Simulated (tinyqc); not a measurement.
Cyclotron resonance of ellipsoidal valleys, Si type, step by step. Values are carried at full precision from step to step, so a last printed digit may differ when a step is redone from the rounded ones.

Valleys along [100], [010], [001] (each with its opposite partner), mass ml along the axis and mt across it. B lies in the (1-10) plane, b = (sin(theta)/sqrt2, sin(theta)/sqrt2, cos(theta)). For the angle phi between B and the axis, 1/mc^2 = cos^2(phi)/mt^2 + sin^2(phi)/(mt ml). Resonance: h nu = 2 muB B/mc, h = 2 pi hbar.

Constants: hbar = 6.58211957e-16 eV s; muB = 5.788381798e-05 eV/T.

Inputs chosen for the exercise (near those of Si; shifted at random, so the results belong to these values and not to a real crystal):
```
symbol  value  unit     meaning
theta   78     degrees  angle of B from [001] towards [110]
ml      0.924  m0       longitudinal mass
mt      0.185  m0       transverse mass
nu      24     GHz      microwave frequency
tau     160    ps       scattering time
```

## Angles to the valley axes

Give b and cos^2(phi) for each axis.

b: 0.6917  0.6917  0.2079

cos^2(phi): [100] 0.4784, [010] 0.4784, [001] 0.0432

## Cyclotron masses and resonance fields

For each axis, mc and B = h nu mc/(2 muB).

Resonances:
```
axis   mc (m0)   B (T)
[100]   0.2423  0.2078
[010]   0.2423  0.2078
[001]   0.3818  0.3273
```

2 distinct masses appear; the limits are mt = 0.185 (B along the axis) and sqrt(ml mt) = 0.4134 (B across it).

## The same from the mass tensor

For the valley along [001]: M = mt 1 + (ml - mt) a a^T, and mc^2 = det M/(b M b).

M (m0), lower triangle:
```
        x       y       z
x  0.1850
y       0  0.1850
z       0       0  0.9240
```

det M = 0.031624
b M b = 0.2169
mc = 0.3818 m0

## Line shape

For linear polarisation and one isotropic mass the absorbed power goes as P = [1 + (w^2 + wc^2) tau^2]/([1 + (wc^2 - w^2) tau^2]^2 + 4 w^2 tau^2), w = 2 pi nu. List it for wc/w = 0, 0.5, 0.8, 0.9, 1, 1.1, 1.2, 1.5 and 2, which is B over the resonance field.

w tau = 24.127

Power:
```
wc/w          P
0.0    0.001715
0.5    0.003794
0.8     0.02085
0.9     0.07354
1.0      0.5002
1.1     0.07349
1.2     0.02077
1.5    0.003550
2.0   0.0009529
```

The largest listed value lies at wc/w = 1.0, 291.7 times the zero-field value. With w tau well above 1 the line is sharp, of relative half width about 1/(w tau). The closest two lines of this crystal are 57.6 % apart, so they are resolved.

## Checks

- Rotation frequency of dv/dt = -M^-1 (v x b) for the valley along [001], in units of e B/m0, against 1/mc: both 2.6192.

Program tinyqc; command `OMP_NUM_THREADS=1 python tinyqc.py 1250155 1250156 out.jsonl`; about 0.01 s on one thread of a shared Intel(R) Xeon(R) Processor @ 2.30GHz.
